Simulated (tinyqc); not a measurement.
Ways to converge the cycle: SCF convergence aids in the sto-6g basis, for HeH+, spin multiplicity 1. Computed by the program tinyqc with PySCF. RHF with one setting changed at a time; a run stops when the energy changes by less than 1e-09 hartree and the error matrix is below 1e-5. The start is the core Hamiltonian. Damping d keeps d of the old density; a shift (hartree) raises the virtual levels; DIIS n extrapolates F over n matrices.

Geometry (angstrom):
```
atom       x       y       z
He    0.0000  0.0000  0.0000
H     0.0000  0.0000  0.7200
```

lowest restricted solution found by these runs and by PySCF = -2.859504 hartree

Largest element of the error matrix X^T (FDS - SDF) X:
```
iteration    plain  damping 0.3  damping 0.6  shift 0.4   DIIS 3   DIIS 8
1          3.2e-01      3.2e-01      3.2e-01    3.2e-01  3.2e-01  3.2e-01
2          5.9e-02      1.4e-01      2.2e-01    1.2e-01  5.9e-02  5.9e-02
3          9.3e-03      5.9e-02      1.5e-01    4.0e-02  1.7e-03  1.7e-03
4          1.4e-03      2.5e-02      9.9e-02    1.3e-02  6.5e-04  6.5e-04
5          2.1e-04      1.0e-02      6.6e-02    4.3e-03  5.6e-06  4.0e-04
6          3.3e-05      4.2e-03      4.4e-02    1.4e-03  2.2e-08  2.8e-04
8                -      7.0e-04      2.0e-02    1.5e-04        -  1.8e-04
10               -      1.2e-04      8.7e-03    1.6e-05        -  2.5e-06
14               -      3.2e-06      1.7e-03          -        -        -
20               -            -      1.4e-04          -        -        -
30               -            -      2.3e-06          -        -        -
```

How each run ends:
```
run          iterations  E (hartree)         state
plain                 7     -2.85950  lowest found
damping 0.3          17     -2.85950  lowest found
damping 0.6          36     -2.85950  lowest found
shift 0.4            11     -2.85950  lowest found
DIIS 3                6     -2.85950  lowest found
DIIS 8               11     -2.85950  lowest found
```

What does the comparison show, and why?

6 of 6 runs reach the lowest restricted solution found, in 6 to 36 iterations (fastest: DIIS 3). Plain steps already contract here, so damping only slows them. DIIS 3 gains by cancelling the error over several earlier matrices, much as a quasi-Newton step does. DIIS minimises the error, not the energy, so it can stall or settle near a saddle, and its small system turns near-singular when few rotations are active.
